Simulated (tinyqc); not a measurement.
Inside a calculation. Model: three-phonon processes in a diatomic chain: dispersion, energy and momentum conservation, and decay channels of optical phonons. Computed by tinyqc, a small Python program that keeps every step. Command: `OMP_NUM_THREADS=1 python tinyqc.py 3120318 3120319 out.jsonl threeph walk`. One thread of a shared host (Intel(R) Xeon(R) Processor @ 2.30GHz), about 0.05 s of CPU time with the checks. Intermediate numbers are printed to about 5 digits and carried at full precision; extremes and crossings named in words are read from the listed rows.

Cell length a, two atoms, one spring constant. x = q a/pi runs from -1 to 1; A and O are the acoustic and optical branches. Matrix elements are not computed: only conservation laws and occupation factors are followed.

Inputs (values chosen for the exercise, for a model chain): light mass m = 31 u; heavy mass M = 55.5 u; spring constant k = 2.2 eV/angstrom^2; temperature T = 500 K; wave number of the decaying phonon q a/pi = 0.46; zero-temperature width Gamma_0 = 0.39 1/cm.

Constants: nu for 1 eV/(angstrom^2 u) = 15.6333042 THz; h x 1 THz = 4.135667696 meV; k_B = 8.617333262e-05 eV/K; c = 299792458 m/s.

## Band edges

omega^2 = k (1/m + 1/M) -/+ k sqrt((1/m + 1/M)^2 - 4 sin^2(pi x/2)/(m M)); nu = 15.6333042 THz x sqrt(omega^2) for eV/(angstrom^2 u). Acoustic top sqrt(2 k/M), optical bottom sqrt(2 k/m), optical top sqrt(2 k (1/m + 1/M)).

acoustic top = 4.4018 THz

optical bottom = 5.8897 THz

optical top = 7.3529 THz

optical top over twice the acoustic top = 0.83521

optical bottom over twice the acoustic top = 0.66901

optical width over acoustic top = 0.33240

The zone-centre optical phonon can decay into two acoustic ones: this needs M/m <= 3.

## Dispersion

The formulas are those given above.

Branches:
```
x     nu_A (THz)  nu_O (THz)
0.10      0.5531      7.3321
0.20      1.1020      7.2698
0.35      1.9076      7.1011
0.50      2.6769      6.8483
0.65      3.3871      6.5263
0.80      3.9938      6.1737
0.90      4.2858      5.9747
1.00      4.4018      5.8897
```

## Decay of the zone-centre phonon

O(0) -> A(x) + A(-x) needs nu_A(x) = nu_O(0)/2, which gives sin^2(pi x/2) = (3/16)(m + M)^2/(m M). Full width at half maximum Gamma = Gamma_0 (1 + 2 n), n = 1/(exp(h nu_A/(k_B T)) - 1); lifetime = 1/(2 pi c Gamma).

x of the products = 0.71729

their frequency = 3.6764 THz

occupation n = 2.3631

width Gamma = 2.2333 1/cm

lifetime = 2.3772 ps

## All channels at the given wave number

Processes for O(x): decay O -> A + A and O -> O + A with x = x' + x'' (mod 2), and absorption O + A -> O with x + x' = x'' (mod 2). Roots of the energy mismatch in x' are bracketed on 4001 points from -1 to 1 and refined. A process is umklapp (U) if the sum of wave numbers leaves (-1, 1]. Weight = occupation factor/|d mismatch/dx'|, the factor being 1 + n' + n'' for decay and n' - n'' for absorption. Pairs that differ only by exchanging two acoustic products count once, and the trivial root x' = 0 is left out.

nu_O(x) = 6.9233 THz

Channels:
```
process           x'      x''  nu' (THz)  nu'' (THz)  type  weight (1/THz)
O -> A + A  -0.47809  0.93809     2.5676      4.3558     N          1.0053
```

1 channel(s) are open, 0 of them umklapp.

## Phase space against the mass ratio

Total weight summed over channels and averaged over x = 0.05, 0.15, ..., 0.95, with m and k fixed; share of those x with an open channel.

Optical phonons:
```
M/m  weight, A + A (1/THz)  weight, with O (1/THz)  share open
1.1                 1.2735                       0         1.0
1.5                 2.7574                       0         1.0
2.0                 1.5971                       0         0.8
2.5                 0.9058                       0         0.5
2.9                 0.6995                       0         0.2
3.3                 0.0000                       0         0.0
3.7                 0.0000                       0         0.0
4.2                 0.0000                       0         0.0
6.0                 0.0000                       0         0.0
```

The A + A channel closes between M/m = 2.9 and 3.3 on this grid: energy conservation alone would allow it up to M/m = 4, where the optical bottom passes twice the acoustic top, but momentum must be conserved too. No channel with a second optical phonon opens at any ratio. A large gap that shuts such channels is one reason why crystals with very unequal masses can conduct heat well.

Checks made by the program: band edges against the dispersion (relative difference below 1e-10); frequency of the products (relative difference below 1e-10).
